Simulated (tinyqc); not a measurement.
Planar ballistic transistor, top-of-the-barrier model: course of the iteration: self-consistent potential at the barrier top.

At the top of the source barrier, states moving towards the drain are filled by the source (Fermi level 0) and states moving back by the drain (Fermi level -q Vd); nothing scatters. U is the shift of the band edge there, set by the capacitances CG, CD and CS (the total) and by the charge. Parabolic two-dimensional band; the source is grounded.

eta1 = -(E0 + U)/Vt, eta2 = eta1 - Vd/Vt, n = (N0/2)[F_0(eta1) + F_0(eta2)], F_0(x) = ln(1 + exp x). U(out) = UL + q (n - n0)/CS. Newton step: U(new) = U + (U(out) - U)/(1 + CQ/CS), CQ = (q/Vt) dn/d(eta1) with both F' summed; F_0'(x) = 1/(1 + exp(-x)).

Stop when U changes by less than 1e-9 eV, or after 90 iterations.

Values chosen for this exercise; mass and valleys close to those of silicon (two valleys): temperature T = 300 K; band edge at the barrier top above the source Fermi level at zero bias E0 = 0.37 eV; drain voltage Vd = 0.2 V.

Constants: q = 1.602176634e-19 C, kB = 1.380649e-23 J/K, Vt = kB T/q. Results are converted to the units shown.

U at the start (U = UL) = -0.7644 eV
N0 = 4.14689e12 cm^-2
CS = 15.7726 uF/cm^2
n0 = 2.52346e6 cm^-2
UL = -0.7644 eV

Course of the iteration:
```
iteration,U (eV),|change| (eV)
1,-0.581929,0.182
2,-0.577517,4.41e-3
3,-0.577485,3.23e-5
4,-0.577485,1.77e-9
5,-0.577485,0
```

Did this iteration meet its convergence test, and what does its course show?

Yes. Converged in 5 iterations. At the end the number of correct digits about doubles with each step.

Computed by the program tinyqc: `OMP_NUM_THREADS=1 python tinyqc.py 2400130 2400131 out.jsonl`, one thread of a shared Intel Xeon 2.30GHz, about 0.01 s for the whole run.
